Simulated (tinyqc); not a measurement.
# MOSFET with velocity saturation and source resistance: effects of single changes

Strong inversion, charge Q = Cox (Vg - m V) at channel potential V with Vg the gate overdrive, and drift velocity v = mu E/(1 + mu E/vsat). Integrating along the channel gives I = mu Cox (1/L)(Vg Vd - m Vd^2/2)/(1 + Vd/Vc) per width, Vc = vsat L/mu, which peaks at Vdsat. Units: I in uA/um, Rs in ohm um, so the drop over Rs is 1e-6 I Rs volts.

Inputs (values chosen for the exercise): gate capacitance Cox = 2.35 uF/cm^2; mobility at low gate voltage mu0 = 150 cm^2/(V s); mobility degradation th = 0.4 1/V; saturation velocity vsat = 8.1e6 cm/s; body factor m = 1.39; threshold VT = 0.54 V; channel length L = 0.1 um; source resistance Rs = 0 ohm um; gate voltage Vgs = 2.5 V.

Each table varies one quantity; the others keep the values above.

## Effect of the gate voltage

Vg = Vgs - I Rs - VT (0 if negative), mu = mu0/(1 + th Vg), Vc = vsat L/mu, x = sqrt(1 + 2 Vg/(m Vc)), Vdsat = 2 Vg/(m (1 + x)), Isat = Cox vsat Vg (x - 1)/(x + 1) per width. I = Isat is solved self-consistently; gm = dI/dVgs; Vdsat is the intrinsic value. The velocity at the source is I/(Cox Vg).

Effect of the gate voltage:
```
Vgs (V)  Vc (V)  Vdsat (V)  Isat (uA/um)  gm (uS/um)  velocity at the source/vsat
0.69     0.5724    0.09930         22.79       274.1                      0.07982
0.95     0.6286     0.2466         128.0       504.8                       0.1640
1.22     0.6869     0.3826         282.0       624.1                       0.2179
1.48     0.7430     0.5048         453.7       691.5                       0.2536
1.75     0.8014     0.6260         646.9       736.9                       0.2809
2.01     0.8575     0.7391         842.7       767.1                       0.3012
2.28     0.9158     0.8538          1053       789.9                       0.3179
2.54     0.9720     0.9624          1261       806.3                       0.3311
```

What does the table show?

As Vgs goes from 0.69 to 2.54 V, Isat rises from 22.8 to 1260 uA/um, Vdsat rises from 0.0993 to 0.962 V and gm rises from 274 to 806 uS/um; the velocity at the source goes from 0.080 to 0.33 of vsat. Against the overdrive Vgs - VT the current goes with exponent 1.72 at the start and 1.29 at the end (2 for the square law). With vsat made a thousand times larger the last exponent would be 1.57, which is what th and Rs alone leave. For Vgs = 2.01 to 2.54 V the channel charge passes 3 uC/cm^2, near what a silicon dioxide gate withstands.

## Effect of the source resistance

Same model as above.

Results:
```
Rs (ohm um)  Vc (V)  Vdsat (V)  Isat (uA/um)  gm (uS/um)  velocity at the source/vsat
0            0.9634     0.9458          1228       804.0                       0.3293
50           0.9506     0.9212          1181       769.7                       0.3264
100          0.9388     0.8984          1137       738.3                       0.3236
300          0.8991     0.8211         992.0       634.7                       0.3135
500          0.8682     0.7603         880.8       556.9                       0.3045
800          0.8328     0.6897         755.6       470.7                       0.2928
```

Estimate the missing row, Rs = 200 ohm um.

Computed row:
```
Rs (ohm um)  Vc (V)  Vdsat (V)  Isat (uA/um)  gm (uS/um)  velocity at the source/vsat
200          0.9176     0.8572          1059       682.5                       0.3184
```

With this row back in the table: As Rs goes from 0 to 800 ohm um, Isat falls from 1230 to 756 uA/um, Vdsat falls from 0.946 to 0.690 V and gm falls from 804 to 471 uS/um; the velocity at the source goes from 0.33 to 0.29 of vsat. In every row the channel charge passes 3 uC/cm^2, near what a silicon dioxide gate withstands.

## Output curve without source resistance

Vg = Vgs - VT (0 if negative), mu = mu0/(1 + th Vg), Vc = vsat L/mu, x = sqrt(1 + 2 Vg/(m Vc)), Vdsat = 2 Vg/(m (1 + x)), Isat = Cox vsat Vg (x - 1)/(x + 1) per width. Below Vdsat the formula of the introduction holds, beyond it I = Isat; constant velocity-field slope (Vc infinite) gives the second column, with saturation at Vg/m.

Results:
```
Vd (V)  I without velocity saturation (uA/um)  I (uA/um)
0.2                                     719.6      595.9
0.38                                     1273      913.2
0.55                                     1715       1091
0.73                                     2095       1192
1.08                                     2581       1228
1.25                                     2695       1228
1.43                                     2730       1228
1.6                                      2730       1228
```

Estimate the missing row, Vd = 0.9 V.

Computed row:
```
Vd (V)  I without velocity saturation (uA/um)  I (uA/um)
0.9                                      2373       1227
```

With this row back in the table: Velocity saturation lowers the current by 17 % in the first row and 55 % in the last, and moves saturation from Vg/m = 1.41 V to 0.946 V. In every row the channel charge passes 3 uC/cm^2, near what a silicon dioxide gate withstands.

tinyqc, about 0.01 s, one thread, Intel Xeon 2.30GHz (shared host): `OMP_NUM_THREADS=1 python tinyqc.py 2500043 2500044 out.jsonl`
